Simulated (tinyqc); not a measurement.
Hole subbands of a hard-walled well, four-band Luttinger model: one step. Levels at k = 0.

Constants: hbar^2/2m0 = 3.80998211 eV angstrom^2.

Values chosen for the exercise (out of a larger set: near those of Ge; not measured data):
```
symbol  value  unit      meaning
g1      13.22            Luttinger gamma1
g2      4.25             gamma2
L       130    angstrom  well width along [001]
```

shear strain energy Zs = 0.0683810 eV

Task: R and S vanish: HHn = c (g1 - 2 g2)(n pi/L)^2 - Zs and LHn = c (g1 + 2 g2)(n pi/L)^2 + Zs, c = hbar^2/2m0, hole energies counted downwards. Sort HH1 to HH4 and LH1, LH2.

Give: a table of subband, E (eV).

Result:

Levels:
```
subband   E (eV)
HH1      -0.0579
HH2      -0.0264
HH3       0.0261
HH4       0.0997
LH1       0.1167
LH2       0.2617
```

The top subband is HH1, 31.5 meV from HH2. The confinement energy of LH1 or the strain splitting is not small against a spin-orbit splitting of about 0.29 eV, so a six-band model would move the light holes.

tinyqc: `OMP_NUM_THREADS=1 python tinyqc.py 1282715 1282716 out.jsonl`; about 0.1 s, one thread, shared Intel(R) Xeon(R) Processor @ 2.30GHz.
